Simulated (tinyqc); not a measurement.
## Dopant mobility from one pulse

Question. With linear drift and no window, R = Ron x + Roff (1 - x), dx/dt = k i, k = mv Ron/D^2, and so R^2 = R0^2 - 2 k (Roff - Ron) phi after the flux phi. Find x0, k, mv and the charge passed.

Inputs (values chosen for the exercise): resistance of the fully doped film Ron = 100 ohm; resistance of the undoped film Roff = 10000 ohm; film thickness D = 15 nm.

R before and after a pulse of flux 0.36 V s (ohm): 7426  4505.2720

Solution. R^2 is linear in the flux and R is linear in the charge.

x0 = 0.260
k = 4.89e3 1/C
mv = 1.10e-14 m^2/(V s)
charge = 60.3 uC

Numbers from tinyqc (`OMP_NUM_THREADS=1 python tinyqc.py 2880070 2880071 out.jsonl`; about 0.1 s on one thread of a shared Intel Xeon 2.30GHz).
